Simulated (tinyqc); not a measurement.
## Scale length and length offset from two DIBL values

Inverse problem. DIBL = exp(-Le/(2 l)) + 2 exp(-Le/l) with Le = L - dL. Find l, dL and the drawn length for a DIBL of 100 mV/V.

DIBL at drawn lengths 38 and 65 nm (mV/V): 74.231485  8.9021797

Answer. With e = exp(-Le/(2 l)), 2 e^2 + e = DIBL gives e and so Le/l at each length; Le/l is a straight line in L with slope 1/l.

l = 6.70 nm
dL = 1.50 nm
length for 100 mV/V = 34.5 nm

Program tinyqc, `OMP_NUM_THREADS=1 python tinyqc.py 2002143 2002144 out.jsonl`; Intel Xeon 2.30GHz, shared host, one thread, about 0.01 s.
